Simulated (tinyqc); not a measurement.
# Changing the share x of the charge in a wide tail

Model: correction of a charged-defect supercell by a model charge and potential alignment (plane-averaged potentials). Computed by tinyqc, a small Python program. Command: `OMP_NUM_THREADS=1 python tinyqc.py 3110119 3110120 out.jsonl align sweep`. One thread of a shared host (Intel(R) Xeon(R) Processor @ 2.30GHz), about 0.02 s of CPU time with the checks.

The "true" defect charge is (1 - x) q in a Gaussian of width sigma plus x q in one of width sigma_t, so the exact answer is known; the correction sees only a single model Gaussian of width sigma_m. A Gaussian of width s has the transform rho(G) = exp(-G^2 s^2/2), normalised to 1. A uniform background cancels q, so G = 0 is left out. Potentials are those felt by a unit positive charge. E_0 is the formation energy of the isolated defect, E_cell its value in the supercell, E_lat = E_iso - E_per of the model charge, C the true less the model potential far from the defect; the exact correction is E_0 - E_cell, and the error of a scheme is E_cell plus its correction less E_0.

Inputs (values chosen for the exercise, with screening close to that of GaN):
```
quantity                                     value      unit
defect charge q                                  2         e
dielectric constant eps                       9.28         -
edge of the cubic cell L                      19.2  angstrom
width sigma of the true defect charge          1.9  angstrom
width sigma_m of the model charge              1.6  angstrom
width sigma_t of the tail                      3.5  angstrom
formation energy of the isolated defect E_0   2.13        eV
```

Constants: e^2/(4 pi eps_0) = 14.39964548 eV angstrom.

Method:
- Periodic energy E_per = (2 pi q^2/(eps L^3)) (e^2/(4 pi eps_0)) sum_(G != 0) rho(G)^2/G^2, G = (2 pi/L)(n1, n2, n3), |n_i| <= 16. Isolated energy: two Gaussians of charges q_a, q_b and widths a, b interact by q_a q_b (e^2/(4 pi eps_0 eps)) sqrt(2/pi)/sqrt(a^2 + b^2), and the self-energy is half the sum over pairs.
- Supercell value E_cell = E_0 + E_per - E_iso for the true charge.
- E_lat = E_iso - E_per for the model charge; point-charge value alpha q^2 e^2/(4 pi eps_0 eps 2 L) with alpha = 2.837297.
- Plane-averaged potential at distance z from the defect: V(z) = (4 pi q/(eps L^3)) (e^2/(4 pi eps_0 e)) sum_(m != 0) rho(G_m) cos(G_m z)/G_m^2, G_m = 2 pi m/L, |m| <= 40.
- C = difference at z = L/2; E_corr = E_cell + E_lat - q C. For charges that have died out at L/2, C = (2 pi q/(eps L^3)) (e^2/(4 pi eps_0 e)) (<s^2> - sigma_m^2), <s^2> = (1 - x) sigma^2 + x sigma_t^2.

One run for each value; columns: (1) share x of the charge in a wide tail; (2) alignment C (V); (3) error without alignment (meV); (4) error with alignment (rounded to 1e-4 meV) (meV); (5) exact correction (eV):
```
(1)         (2)     (3)     (4)      (5)
0.000  0.002893   5.785  0.0000  0.43871
0.071  0.004534   9.165  0.0962  0.43533
0.140  0.006130  12.448  0.1886  0.43205
0.210  0.007748  15.777  0.2814  0.42872
0.290  0.009598  19.582  0.3864  0.42492
0.360  0.011216  22.909  0.4771  0.42159
0.430  0.012835  26.236  0.5669  0.41826
0.500  0.014453  29.562  0.6557  0.41494
```

Over the rows, alignment C (V) rises from 0.00289 to 0.0145; error without alignment (meV) rises from 5.79 to 29.6; error with alignment (rounded to 1e-4 meV) (meV) rises from 0 to 0.656.
